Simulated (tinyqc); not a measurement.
# Changing the thickness d

Model: permeation of metal atoms or ions through a thin barrier or dielectric: time lag, field-aided drift and lifetime. Computed by tinyqc, a small Python program. Command: `OMP_NUM_THREADS=1 python tinyqc.py 3018409 3018410 out.jsonl barrier sweep`. One thread of a shared host (Intel(R) Xeon(R) Processor @ 2.30GHz), about 0.04 s of CPU time with the checks.

The film 0 < x < d is empty at first; C = C0 at x = 0 and C = 0 at x = d. dC/dt = D d2C/dx2.

Inputs (values chosen for the exercise, for a model case: neutral metal atoms through a barrier):
```
quantity                                   value    unit
prefactor D0                                0.13  cm^2/s
activation energy E                         1.41      eV
concentration at the source side C0      7.2e+18  1/cm^3
charge number z                                0       -
voltage V (positive drives ions across)        0       V
critical dose Q_c                          3e+10  1/cm^2
test temperature T                           225       C
use temperature T_u                           70       C
```

Constants: k_B = 8.617333262e-05 eV/K.

Method:
- D = D0 exp(-E/(k_B T)); time scale d^2/D; Peclet number P = z V/(k_B T), k_B T in eV; 1 nm = 1e-7 cm.
- Temperatures in kelvin are T(C) + 273.15.
- Steady flux J = (D C0/d) P/(1 - exp(-P)); time lag in units of d^2/D: s_L = [P (1 + exp(-P))/(1 - exp(-P)) - 2]/P^2 (P = 0: J = D C0/d, s_L = 1/6).
- Dose through the film Q(s) = C0 d {f (s - s_L) - 2 exp(P/2) sum_(n=1..200) (-1)^n n^2 pi^2 exp(-l_n s)/l_n^2}, l_n = n^2 pi^2 + P^2/4, f = P/(1 - exp(-P)) the relative flux.
- Solve Q = Q_c for s. At the use temperature D and P take T_u, with the same C0 and V; 1 year = 3.15576e7 s.

One run for each value:
```
thickness d (nm)  failure time at T (s)  time lag (s)  s at the critical dose  steady flux J (1/(cm^2 s))
1.3                          3.7063e+00    3.9879e+00                 0.15490                  3.9118e+10
2.0                          7.5602e+00    9.4389e+00                 0.13349                  2.5427e+10
4.6                          3.1114e+01    4.9932e+01                 0.10386                  1.1055e+10
7.0                          6.4445e+01    1.1563e+02                 0.09289                  7.2648e+09
11.0                         1.4245e+02    2.8553e+02                 0.08315                  4.6230e+09
16.0                         2.7672e+02    6.0409e+02                 0.07635                  3.1783e+09
25.0                         6.1434e+02    1.4748e+03                 0.06943                  2.0341e+09
38.0                         1.3060e+03    3.4074e+03                 0.06388                  1.3383e+09
```

Give the missing row, thickness d (nm) = 3.0.

Computed row:
```
thickness d (nm)  failure time at T (s)  time lag (s)  s at the critical dose  steady flux J (1/(cm^2 s))
3.0                          1.4972e+01    2.1237e+01                 0.11750                  1.6951e+10
```

Interpolating between the two neighbouring rows (the first column on a logarithmic scale, the others too where they are positive) misses most in s at the critical dose, by 0.54 %. Over the rows, failure time at T (s) rises from 3.71 to 1310 (exponent d ln y / d ln x 1.7 between the first rows and 1.8 between the last); time lag (s) rises from 3.99 to 3410 (exponent d ln y / d ln x about 2.0 throughout); s at the critical dose falls from 0.155 to 0.0639 (exponent d ln y / d ln x -0.35 between the first rows and -0.20 between the last). The exponent of time lag stays at 2: the lag scales as d^2/D, with P independent of d.

Caution (rows 1.30): a film of a few atomic layers is beyond a continuum description. Caution (all rows): grain boundaries, pinholes, trapping and space charge are left out; thin real barriers usually fail at defects.
